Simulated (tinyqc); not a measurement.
What each parameter does: donor near an oxide interface in a gate field (two-state model).

Interface at z = 0 (hard wall), donor at z = d, field F pulling electrons to the interface: potential e F z; 1 kV/cm = 1e-5 eV/angstrom, c = hbar^2/2m0, q = e^2/(4 pi eps0), Q = (eps - eo)/(eps + eo). Donor state: E_D = e F d - ED - q Q/(4 eps d), the last term joining the images of ion and electron. Interface state: z exp(-b z/2) exp(-rho^2/(2 L^2)) with E_z = c b^2/(4 mz) + 3 e F/b + q Q b/(8 eps), minimised over b; in the plane at z = 3/b the ion (distance D = d - 3/b) and its image (D' = d + 3/b) give E_rho = c/(mt L^2) - (q/eps)(sqrt(pi)/L)[erfcx(D/L) + Q erfcx(D'/L)], erfcx(x) = exp(x^2) erfc(x), minimised over L. E_I = E_z + E_rho.

The two states couple by t = t0 exp(-D/aD) with t0 = q/(eps aD) (2 aD/L) sqrt(aD b/2) v, v a valley factor; this form is an estimate. With detuning u = E_D - E_I the splitting is sqrt(u^2 + 4 t^2) and the lower state has weight (1 - u/sqrt(u^2 + 4 t^2))/2 on the donor.

Constants: hbar^2/2m0 = 3.80998211 eV angstrom^2; e^2/(4 pi eps0) = 14.39964547 eV angstrom.

Parameters, chosen for this exercise (near those of a donor in Si below Si3N4, static dielectric constants; the results hold for these values, not for the real material):

| symbol | value | unit | meaning |
|---|---|---|---|
| d | 80 | angstrom | depth of the donor |
| ED | 42.8 | meV | bulk binding energy |
| mz | 0.922 | m0 | mass across the interface |
| mt | 0.192 | m0 | mass in the plane |
| eps | 11.4 |  | dielectric constant of the semiconductor |
| eo | 7.5 |  | dielectric constant of the oxide |
| aD | 15.5 | angstrom | donor radius |
| v | 0.41 |  | valley factor |

Critical field (E_D = E_I), and t and L there.

One parameter was then changed.

Results before and after:

| case | critical field (kV/cm) | t (meV) | L (angstrom) |
|---|---|---|---|
| base | 85.3 | 0.503 | 69.7 |
| changed | 85.3 | 0.717 | 69.7 |

Which of these changes was made? (a) eo = 11.2; (b) mz = 0.784 m0; (c) d = 70 angstrom; (d) aD = 17.1 angstrom; (e) mt = 0.221 m0; (f) ED = 48.8 meV; (g) eps = 12.1.

Answer: (d) aD = 17.1 angstrom. Of the candidates, run in turn, only this one gives the changed row.

All candidates:

| case | critical field (kV/cm) | t (meV) | L (angstrom) |
|---|---|---|---|
| base | 85.3 | 0.503 | 69.7 |
| d = 70 angstrom | 101.7 | 0.972 | 63.3 |
| ED = 48.8 meV | 97.4 | 0.466 | 70.6 |
| aD = 17.1 angstrom | 85.3 | 0.717 | 69.7 |
| mz = 0.784 m0 | 88.6 | 0.535 | 69.0 |
| mt = 0.221 m0 | 84.1 | 0.539 | 65.5 |
| eo = 11.2 | 81.6 | 0.466 | 72.1 |
| eps = 12.1 | 87.5 | 0.459 | 71.4 |

tinyqc: `OMP_NUM_THREADS=1 python tinyqc.py 1251207 1251208 out.jsonl`; about 0.04 s, one thread, shared Intel(R) Xeon(R) Processor @ 2.30GHz.
